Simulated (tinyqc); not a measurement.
Thermal stress and diffusional relaxation in a metal film: Coble and Nabarro-Herring creep, cooling and holds: one step, computed by the program tinyqc. Command: `OMP_NUM_THREADS=1 python tinyqc.py 3022538 3022539 out.jsonl creep walk`. One thread of a shared host (Intel(R) Xeon(R) Processor @ 2.30GHz), about 0.02 s of CPU time with the checks.

A thin film on a rigid substrate is stress-free at T0. Tension is positive and the film creeps linearly: d sigma/dt = -M (mismatch) dT/dt - sigma/tau.

Task: Elastic stress after a quench. Thermoelastic slope = M x mismatch; sigma_0 = slope x (T0 - T).

Inputs (values chosen for the exercise, modelled on gold films on silicon):
```
quantity                    value    unit
biaxial modulus M             131     GPa
expansion mismatch           11.4  1e-6/K
stress-free temperature T0    250       C
hold temperature T            210       C
```

Give: thermoelastic slope; stress after a quench sigma_0.

Result:

thermoelastic slope = 1.4934 MPa/K

stress after a quench sigma_0 = 59.736 MPa
